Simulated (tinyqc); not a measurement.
Resistive crossbar, vector-matrix product with wire resistance: two steps of the calculation.

2 rows and 2 columns. Cell (i, j) joins row node wij to column node bij. Each row is driven at its left end through one wire segment rw; neighbouring nodes along a row or a column are joined by rw; each column ends below the last row in one more rw and a virtual ground, where its current is read. Ideal output: I_j = sum_i V_i G_ij.

Inputs (values chosen for the exercise):
```
symbol         value  unit                                     meaning
rw                 5   ohm  wire resistance between neighbouring cells
V       [0.27, 0.13]     V                  input voltages of the rows
```

Question 1. The nodal equations. Kirchhoff current law at every node, A x = b: A holds the sum of the conductances at a node on the diagonal and minus the conductance between two nodes off it (wire conductance 1/rw); b = V_i/rw at the first node of row i.

cell conductances G (uS):

|  | column 1 | column 2 |
|---|---|---|
| row 1 | 38 | 190 |
| row 2 | 160 | 190 |

Find: A; b.

Answer 1.

A (uS):

|  | w11 | w12 | w21 | w22 | b11 | b12 | b21 | b22 |
|---|---|---|---|---|---|---|---|---|
| w11 | 4.0004e5 | -2.0000e5 | 0 | 0 | -38.000 | 0 | 0 | 0 |
| w12 | -2.0000e5 | 2.0019e5 | 0 | 0 | 0 | -190.00 | 0 | 0 |
| w21 | 0 | 0 | 4.0016e5 | -2.0000e5 | 0 | 0 | -160.00 | 0 |
| w22 | 0 | 0 | -2.0000e5 | 2.0019e5 | 0 | 0 | 0 | -190.00 |
| b11 | -38.000 | 0 | 0 | 0 | 2.0004e5 | 0 | -2.0000e5 | 0 |
| b12 | 0 | -190.00 | 0 | 0 | 0 | 2.0019e5 | 0 | -2.0000e5 |
| b21 | 0 | 0 | -160.00 | 0 | -2.0000e5 | 0 | 4.0016e5 | 0 |
| b22 | 0 | 0 | 0 | -190.00 | 0 | -2.0000e5 | 0 | 4.0019e5 |

b (uA): w11 54000, w12 0, w21 26000, w22 0, b11 0, b12 0, b21 0, b22 0

Question 2. Error against the ideal product. Ideal I_j = sum_i V_i G_ij; error = I/ideal - 1.

cell conductances G (uS):

|  | column 1 | column 2 |
|---|---|---|
| row 1 | 38 | 190 |
| row 2 | 160 | 190 |

column currents (uA): column 1 30.979494, column 2 75.634639

Give: ideal currents; error.

Answer 2.

ideal currents (uA): column 1 31.060, column 2 76.000
error (%): column 1 -0.2592, column 2 -0.4807

The largest error is in column 2. All currents fall short, since the wires take part of the voltage.

Program tinyqc, `OMP_NUM_THREADS=1 python tinyqc.py 2880137 2880138 out.jsonl`; Intel Xeon 2.30GHz, shared host, one thread, about 0.03 s.
